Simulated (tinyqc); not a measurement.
Inside a calculation. Method: sp3 tight binding, zinc-blende lattice. One step of it, computed by the program tinyqc.

Problem. Bloch Hamiltonian at G. Slater-Koster rules over the four bonds with direction cosines (l, m, n): ss V_ss; s-px l V_sp; px-s -l V_sp; px-px l^2 V_pps + (1 - l^2) V_ppp; px-py l m (V_pps - V_ppp); each times exp(i k.d).

Parameters chosen for this model: zinc-blende lattice, anion at 0, cation at a/4 (1,1,1); V = eta hbar^2 / (m d^2), hbar^2/m = 7.619964 eV angstrom^2:
```
parameter          value      unit
a               5.110000  angstrom
d               2.212695  angstrom
Es anion      -17.300000        eV
Ep anion       -9.730000        eV
Es cation     -10.310000        eV
Ep cation      -6.090000        eV
eta ss         -1.320000
eta sp          1.420000
eta pp sigma    2.220000
eta pp pi      -0.630000
V ss           -2.054394        eV
V sp            2.210030        eV
V pp sigma      3.455118        eV
V pp pi        -0.980506        eV
```

k point G (2 pi / a): 0  0  0

Give: H(k) at G.

Solution.

H(k) at G (eV):
```
          a s    a px    a py    a pz      c s    c px    c py    c pz
a s   -17.300   0.000   0.000   0.000   -8.218   0.000   0.000   0.000
a px    0.000  -9.730   0.000   0.000    0.000   1.992   0.000   0.000
a py    0.000   0.000  -9.730   0.000    0.000   0.000   1.992   0.000
a pz    0.000   0.000   0.000  -9.730    0.000   0.000   0.000   1.992
c s    -8.218   0.000   0.000   0.000  -10.310   0.000   0.000   0.000
c px    0.000   1.992   0.000   0.000    0.000  -6.090   0.000   0.000
c py    0.000   0.000   1.992   0.000    0.000   0.000  -6.090   0.000
c pz    0.000   0.000   0.000   1.992    0.000   0.000   0.000  -6.090
```
